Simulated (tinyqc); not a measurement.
# FinFET, parasitic resistance, capacitance and delay: what each parasitic element costs

Nf fins under one contact; each has gated perimeter p = 2 Hf + Wf and cross-section A = Hf Wf; contact width Wc = Nf pf, stack height Hs = Hf. Contact length Lc = CPP - Lg - 2 Lsp, shared by two neighbouring gates. Source and drain sides are equal. The formulas are first-order estimates, not field solutions.

Epitaxy sheet resistance Rsh = re/te, transfer length LT = sqrt(rc/Rsh), contact Rc = [sqrt(rc Rsh)/Wc] coth(Lc/(2 LT)); extension of one fin Rx = rx Lsp/A. With N fins: gate Cg = Cinv p N Lg; per side, plate Cp = ks eps0 [Wc (Hs + Hc) - N A]/Lsp, top fringe Cf = (2/pi) ks eps0 Wc ln(1 + Lg/(2 Lsp)), overlap Co = Cinv p N Lov. One fin: I = p Q vx u/(1 + |u|^1.8)^(1/1.8), Q = Cinv n Vt ln(1 + exp((Vg' - VT + dl Vd')/(n Vt))), u = Vd' mu/(vx Lg), Vg' = Vgs - v, Vd' = Vds - 2 v, with the drop on each side v = Rc (sum of I) + Rx I. Ieff = [I(Vgs = Vdd, Vds = Vdd/2) + I(Vdd/2, Vdd)]/2, total currents. With Cs = Cp + Cf + Co, the load of an inverter of two such devices driving an equal one is CL = 2 (Cg + 2 Cs) + 4 Cs + Cw (own drains counted twice for the Miller effect); delay CL Vdd/(2 Ieff). Each row removes one element and keeps the rest.

Parameters, values chosen for the exercise; values close to those of silicon logic devices:
- T = 300 K (temperature)
- Nf = 4 (number of fins)
- Hf = 42 nm (fin height)
- Wf = 8 nm (fin width)
- pf = 30 nm (fin pitch)
- CPP = 60 nm (contacted gate pitch)
- Lg = 12 nm (gate length)
- Lsp = 7 nm (spacer length)
- ks = 3.3 (relative permittivity of the spacer)
- Hc = 25 nm (gate height above the channel stack)
- rc = 1.5e-9 ohm cm^2 (contact resistivity)
- re = 0.0002 ohm cm (resistivity of the source-drain epitaxy)
- te = 25 nm (current-carrying depth of the epitaxy)
- rx = 0.00069 ohm cm (resistivity of the extension)
- Lov = 2 nm (gate overlap)
- Cinv = 2.6 uF/cm^2 (inversion capacitance)
- vx = 9.7e6 cm/s (injection velocity)
- mu = 240 cm^2/(V s) (apparent mobility)
- VT = 0.29 V (threshold at zero drain voltage)
- dl = 0.077 V/V (barrier lowering)
- n = 1.23 (subthreshold factor)
- Cw = 0.39 fF (wire load)
- Vdd = 0.8 V (supply voltage)

Constants: q = 1.602176634e-19 C, kB = 1.380649e-23 J/K, eps0 = 8.8541878128e-12 F/m, Vt = kB T/q. Results are converted to the units shown.

One element removed at a time:
```
,Ieff (uA),CL (aF),delay (ps)
as given,290.7,1007,1.386
no contact resistance,314.8,1007,1.280
no extension resistance,301.5,1007,1.337
air spacer (ks = 1),290.7,843.8,1.161
no overlap,290.7,854.3,1.176
no wire,290.7,617.4,0.8496
```

What does the table show?

Gains in delay, largest first: no wire 39 %, air spacer (ks = 1) 16 %, no overlap 15 %, no contact resistance 7.7 %, no extension resistance 3.6 %.

Numbers from tinyqc (`OMP_NUM_THREADS=1 python tinyqc.py 2170010 2170011 out.jsonl`; about 0.02 s on one thread of a shared Intel Xeon 2.30GHz).
